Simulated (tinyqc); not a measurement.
Strength against creep resistance: grain growth, pinning, strength and diffusional creep of a polycrystal or thin film. Computed by tinyqc, a small Python program. Command: `OMP_NUM_THREADS=1 python tinyqc.py 3006239 3006240 out.jsonl grain walk`. One thread of a shared host (Intel(R) Xeon(R) Processor @ 2.30GHz), about 0.01 s of CPU time with the checks.

One mean grain size d describes the structure.

Inputs (values chosen for the exercise, for a model solid):

| quantity | value | unit |
|---|---|---|
| atomic volume Omega | 20.02 | angstrom^3 |
| boundary energy gamma | 0.81 | J/m^2 |
| mobility prefactor M0 | 1.5e-06 | m^4/(J s) |
| activation energy of boundary motion Q_m | 2.55 | eV |
| anneal temperature T | 1436 | K |
| anneal time t | 32 | s |
| initial grain size d0 | 78 | nm |
| particle volume fraction f | 0.0041 | - |
| particle radius r | 22 | nm |
| film thickness h | 720 | nm |
| surface energy gamma_s | 1.8 | J/m^2 |
| Hall-Petch slope k_y | 0.27 | MPa m^0.5 |
| lattice diffusion energy Q_l | 3.9 | eV |
| boundary diffusion energy Q_b | 2.43 | eV |
| lattice prefactor D0 | 0.00018 | m^2/s |
| boundary prefactor delta D0b | 2.9e-14 | m^3/s |
| applied stress sigma | 41 | MPa |
| service temperature T_c | 705 | K |

Sample: thin film on a substrate.

Constants: k_B = 8.617333262e-05 eV/K; k_B = 1.380649e-23 J/K.

Method:
- M = M0 exp(-Q_m/(k_B T)). The driving pressure is 2 gamma/d. Zener pinning pressure 3 f gamma/(2 r) stops growth at d_Z = 4 r/(3 f). Grooves where boundaries meet the surface have the angle theta = arcsin(gamma/(2 gamma_s)) and are taken to stop growth at d_h = h/(2 theta), a few film thicknesses; the limit is 1/d_lim = 1/d_Z + 1/d_h.
- dd/dt = 2 M gamma (1/d - 1/d_lim) integrates to 2 M gamma t = d_lim (d0 - d) + d_lim^2 ln[(d_lim - d0)/(d_lim - d)]; without pinning d^2 = d0^2 + 4 M gamma t.
- Nabarro-Herring rate = 14 sigma Omega D_l/(k_B T d^2), D_l = D0 exp(-Q_l/(k_B T)); Coble rate = 14 pi sigma Omega delta D_b/(k_B T d^3), delta D_b = delta D0b exp(-Q_b/(k_B T)); they are equal at d_x = pi delta D_b/D_l.
- Hall-Petch term k_y/sqrt(d).

crossover size d_x = 1.63211e+07 micrometre

At T_c and sigma:

| d (nm) | Hall-Petch term (MPa) | Nabarro-Herring (1/s) | Coble (1/s) | time to 1 % (s) |
|---|---|---|---|---|
| 30 | 1558.8 | 3.1154e-17 | 1.6949e-08 | 5.9001e+05 |
| 100 | 853.8 | 2.8038e-18 | 4.5762e-10 | 2.1852e+07 |
| 300 | 493.0 | 3.1154e-19 | 1.6949e-11 | 5.9001e+08 |
| 1000 | 270.0 | 2.8038e-20 | 4.5762e-13 | 2.1852e+10 |
| 3000 | 155.9 | 3.1154e-21 | 1.6949e-14 | 5.9001e+11 |
| 10000 | 85.4 | 2.8038e-22 | 4.5762e-16 | 2.1852e+13 |
| 100000 | 27.0 | 2.8038e-24 | 4.5762e-19 | 2.1852e+16 |

What does the comparison show, and why?

From 100 micrometre to 30 nm grains the Hall-Petch term grows 58 times, while the time to 1 % strain shrinks by 10.6 decades. Coble creep rules in 7 of the seven rows (d_x is a millimetre or more). Fine grains resist slip but creep fast. The Hall-Petch value at 30 nm is at the edge of that law, and in a film grains much larger than h lose atoms to the surfaces instead.

Extremes, crossings and ranges named in words are read from the listed rows.
